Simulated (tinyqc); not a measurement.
Interface traps by the conductance method, a continuum of levels: one step of the calculation.

MOS capacitor on an n-type substrate; psi is the band bending, negative in depletion; only majority carriers are counted. The traps exchange electrons with the conduction band; their admittance lies in parallel with Cd, and that pair in series with Cox and Rs. w = 2 pi f.

Task. Extraction from the readings. Ignoring Rs: Gp/w = w Cox^2 Gm/[Gm^2 + w^2 (Cox - Cm)^2].

Cox = 138.12533 nF/cm^2
Cm = 80.780226 nF/cm^2
Gm/w = 21.155829 nF/cm^2

Wanted: extracted Gp/w.

Result.

extracted Gp/w = 108.04 nF/cm^2

The uncorrected series resistance makes this within 0.01 % of the true Gp/w.

tinyqc, about 0.01 s, one thread, Intel Xeon 2.30GHz (shared host): `OMP_NUM_THREADS=1 python tinyqc.py 2030126 2030127 out.jsonl`
